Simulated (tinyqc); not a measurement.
How far the fits carry: temperature and isotope dependence of a band gap in oscillator models.

E(T) = E0 - sum_i sl_i th_i n_i(T), n = 1/(exp(th/T) - 1). The same coupling lowers the gap at 0 K by the zero-point term ZP = sum_i sl_i th_i/2, so the gap of the static lattice is E0 + ZP. Thermal expansion is taken as part of the slopes.

Two-parameter forms are made to pass through the falls at the two temperatures T12: Varshni aV T^2/(T + bV), from the line T^2/fall = (T + bV)/aV; one oscillator s1 t1/(exp(t1/T) - 1), with t1 from the ratio of the falls.

Inputs chosen for the exercise (near those of InP; shifted at random, so the results belong to these values and not to a real crystal): E0 = 1.429 eV (gap at 0 K); th = (111, 389) K (temperatures of two oscillators); sl = (0.0629, 0.3301) meV/K (their high-temperature slopes); T12 = (220, 540) K (temperatures of the fits).

Falls of the gap from E0, and errors of the two fits against the model.

Results:
```
T (K),fall (meV),Varshni - model (meV),one oscillator - model (meV),fall/ZP
20,0.03,0.40,-0.03,0.000
50,0.90,1.64,-0.72,0.013
100,6.11,3.17,-1.10,0.090
200,30.83,0.71,-0.13,0.455
300,63.92,-2.20,0.29,0.944
400,99.91,-2.85,0.30,1.476
600,175.10,2.33,-0.19,2.587
800,251.97,13.65,-0.97,3.722
```

Below the first fit point the largest errors are +3.17 meV (Varshni, 100 K, on a fall of 6.11 meV) and -1.10 meV (one oscillator, 100 K); a T^2 law cannot freeze out; a single oscillator misses the soft modes. At 800 K, beyond the second fit point, they are +13.7 and -1.0 meV, so the oscillator extrapolates better here. The thermal fall equals ZP between 300 and 400 K.

tinyqc: `OMP_NUM_THREADS=1 python tinyqc.py 1850614 1850615 out.jsonl`; about 0.01 s, one thread, shared Intel(R) Xeon(R) Processor @ 2.30GHz.
